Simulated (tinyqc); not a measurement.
MOS inversion layer, Poisson-Schroedinger loop: one step of the calculation.

Electrons confined at an insulator interface at z = 0, treated as a hard wall; parabolic valleys, Hartree approximation, no image or exchange terms. The depletion charge lies far deeper than the electrons and gives a uniform field q Nd/(eps0 eps_r); the gate balances all charge. Energies are counted from the band edge at the interface.

Question. Levels and probability densities. Tridiagonal Hamiltonian with psi = 0 one step beyond both ends: H_ii = C (1/m_(i-1/2) + 1/m_(i+1/2))/hz^2 + V0_i + U_i (+ dE for the set B), H_(i,i+1) = -C/(m_(i+1/2) hz^2), C = hbar^2/(2 m0). The lowest 2 level(s) of each valley set are kept, normalised to hz sum |psi|^2 = 1. The mass is the same on all intervals.

Parameters, values chosen for the exercise; masses and permittivity close to those of silicon (100): mass along z of valley set A (2 valley(s)) mz1 = 0.928 m0; mass along z of valley set B (4 valley(s)) mz2 = 0.193 m0; extra shift of set B (strain) dE = 0 eV; mesh step hz = 1.1 nm.

Constants: q = 1.602176634e-19 C, hbar = 1.054571817e-34 J s, m0 = 9.1093837015e-31 kg, hbar^2/(2 m0) = 0.0380998212 eV nm^2. Results are converted to the units shown.

```
node,fixed potential V0 (eV),self-consistent potential U at the start (eV)
1,0.00926595,0
2,0.01853191,0
3,0.02779786,0
4,0.03706381,0
5,0.04632977,0
6,0.05559572,0
7,0.06486167,0
8,0.07412763,0
9,0.08339358,0
10,0.09265954,0
11,0.10192549,0
12,0.11119144,0
13,0.12045740,0
14,0.12972335,0
15,0.13898930,0
16,0.14825526,0
17,0.15752121,0
18,0.16678716,0
```

Give: levels; |psi|^2 of A1; |psi|^2 of A2; |psi|^2 of B1; |psi|^2 of B2.

Answer.

levels (eV): A1 0.032846, A2 0.056600, B1 0.056037, B2 0.097531

```
node,|psi|^2 of A1 (1/nm),|psi|^2 of A2 (1/nm),|psi|^2 of B1 (1/nm),|psi|^2 of B2 (1/nm)
1,0.20689,0.17462,0.04864,0.04639
2,0.35237,0.06391,0.14279,0.09876
3,0.23227,0.03838,0.20100,0.06810
4,0.08916,0.22879,0.19464,0.00924
5,0.02321,0.23556,0.14649,0.01089
6,0.00444,0.11935,0.09091,0.07402
7,0.00066,0.03817,0.04817,0.13679
8,0.00008,0.00862,0.02230,0.15490
9,0.00001,0.00147,0.00916,0.13020
10,0.00000,0.00020,0.00338,0.08811
11,0.00000,0.00002,0.00113,0.05016
12,0.00000,0.00000,0.00035,0.02469
13,0.00000,0.00000,0.00010,0.01070
14,0.00000,0.00000,0.00003,0.00414
15,0.00000,0.00000,0.00001,0.00143
16,0.00000,0.00000,0.00000,0.00044
17,0.00000,0.00000,0.00000,0.00012
18,0.00000,0.00000,0.00000,0.00002
```

Numbers from tinyqc (`OMP_NUM_THREADS=1 python tinyqc.py 2160078 2160079 out.jsonl`; about 0.8 s on one thread of a shared Intel Xeon 2.30GHz).
